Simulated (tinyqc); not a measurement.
Inside a calculation. Model: energy and delay of logic against supply voltage.

Program tinyqc, `OMP_NUM_THREADS=1 python tinyqc.py 2082058 2082059 out.jsonl`; Intel Xeon 2.30GHz, shared host, one thread, about 0.01 s. Printed values are rounded.

One expression serves below and above threshold: I(Vg) = Ik [ln(1 + exp((Vg - VT + dd V)/(al nf Vt)))]^al, with I_on = I(V) and I_off = I(0). Gate delay td = kd C V/I_on, clock period LD td. Per gate and cycle the switching energy is act C V^2 and the leakage energy I_off V LD td. No short-circuit current, no variation. Minima are sought above 0.09 V; below a few Vt gates no longer switch and the model has no meaning.

Parameters, values chosen for the exercise; values of the order met in logic technologies:
- T = 250 K (temperature)
- VT = 0.19 V (threshold voltage at zero drain bias)
- nf = 1.07 (slope factor)
- dd = 0.03 (barrier lowering per volt of supply)
- Ik = 1.7 uA (specific current of a gate)
- al = 1.28 (exponent of the current law)
- C = 0.7 fF (load capacitance of a gate)
- kd = 0.9 (delay factor)
- LD = 60 (logic depth)
- act = 0.1 (activity factor)
- V = 0.79 V (supply voltage)

Constants: q = 1.602176634e-19 C, kB = 1.380649e-23 J/K, Vt = kB T/q. Results are converted to the units shown.

## Currents, delay and energies

I_on, I_off, td, clock frequency 1/(LD td), both energies and their sum.

I_on = 84.4379 uA
I_off = 1.24830 nA
td = 5.89427 ps
clock frequency = 2.82760 GHz
switching energy = 43.6870 aJ
leakage energy = 0.348760 aJ
energy = 44.0358 aJ

I_on/I_off = 67600; leakage makes up 0.792 % of the energy.

## Starting value

V = 0.24 V.

V at the start = 0.24 V

## Iteration 1: new V

Minimum-energy supply: E(V) is the energy per gate and cycle; with h = 0.001 V, E' = (E(V + h) - E(V - h))/(2 h), E'' = (E(V - h) - 2 E(V) + E(V + h))/h^2, V(new) = V - E'/E''.

E' = 30.7663 aJ/V
E'' = 215.297 aJ/V^2
V after iteration 1 = 0.0970982 V

## Iteration 2: new V

As before.

E' = -104.642 aJ/V
E'' = 1746.80 aJ/V^2
V after iteration 2 = 0.157003 V

## Course of the iteration

Stop when the step is below 1e-9 V, or after 40 iterations.

Course of the iteration:

| iteration | V before the step (V) | step (V) |
|---|---|---|
| 1 | 0.24 | -0.143 |
| 2 | 0.0970982 | 0.0599 |
| 3 | 0.157003 | 8.66e-3 |
| 4 | 0.165659 | 9.02e-4 |
| 5 | 0.166560 | 8.94e-6 |
| 6 | 0.166569 | 5.60e-10 |

Converged in 6 iterations. There leakage makes up 34.3 % of the energy and the clock runs at 91.3 MHz.
